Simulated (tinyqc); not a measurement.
How many bands a k.p model needs: band 4 from Gamma to L: k.p theory built from an empirical-pseudopotential calculation at Gamma.

Empirical pseudopotential on the fcc lattice, atoms at +/- tau, tau = a (1,1,1)/8, no spin-orbit coupling. H(G,G') = c (2 pi/a)^2 |k + G|^2 delta + VS(q) cos(q.tau) + i VA(q) sin(q.tau), q = G - G', c = hbar^2/2m0; k and G in units of 2 pi/a; VS at |q|^2 = 3, 8, 11 and VA at 3, 4, 11, in rydberg, zero elsewhere. The basis is fixed: all 89 G with |G|^2 up to Gcut. Energies are counted from the fourth level at Gamma.

k.p in the lowest n states at Gamma: H_nm = (E_n + c k^2) delta + 2 c k.<n|G|m>, k in 1/angstrom; with all states of the basis it is exact.

Constants: hbar^2/2m0 = 3.80998211 eV angstrom^2; Ry = 13.60569312 eV.

Inputs chosen for the exercise (near those of ZnSe; shifted at random, so the results belong to these values and not to a real crystal):
- a = 5.664 angstrom (lattice constant)
- VS = (-0.234, 0.03, 0.06) Ry (symmetric form factors)
- VA = (0.184, 0.121, 0.03) Ry (antisymmetric form factors)
- Gcut = 19 (2 pi/a)^2 (largest |G|^2 of the fixed basis)

Band 4 (counted from below) at k = f (0.5, 0.5, 0.5) 2 pi/a; n ends on whole multiplets.

Energies (eV):
```
f      n = 8  n = 15  n = 27  n = 89 (exact)
0.000  0.000   0.000   0.000           0.000
0.125  0.019  -0.021  -0.023          -0.023
0.250  0.079  -0.079  -0.086          -0.086
0.500  0.345  -0.238  -0.272          -0.275
0.625  0.567  -0.300  -0.363          -0.367
0.750  0.859  -0.328  -0.432          -0.440
0.875  1.228  -0.310  -0.471          -0.485
1.000  1.680  -0.237  -0.473          -0.497
```

Give the missing row, f = 0.375.

Computed row:
```
f      n = 8  n = 15  n = 27  n = 89 (exact)
0.375  0.186  -0.158  -0.175          -0.176
```

With n = 8 the band stays within 0.05 eV of the exact one up to f = 0.125 (error at L: +2.177 eV). With n = 15 the band stays within 0.05 eV of the exact one up to f = 0.500 (error at L: +0.260 eV). With n = 27 the band stays within 0.05 eV of the exact one over the whole line (error at L: +0.024 eV). A smaller basis can only raise a level.

Program tinyqc; command `OMP_NUM_THREADS=1 python tinyqc.py 1080072 1080073 out.jsonl`; about 0.5 s on one thread of a shared Intel(R) Xeon(R) Processor @ 2.30GHz.
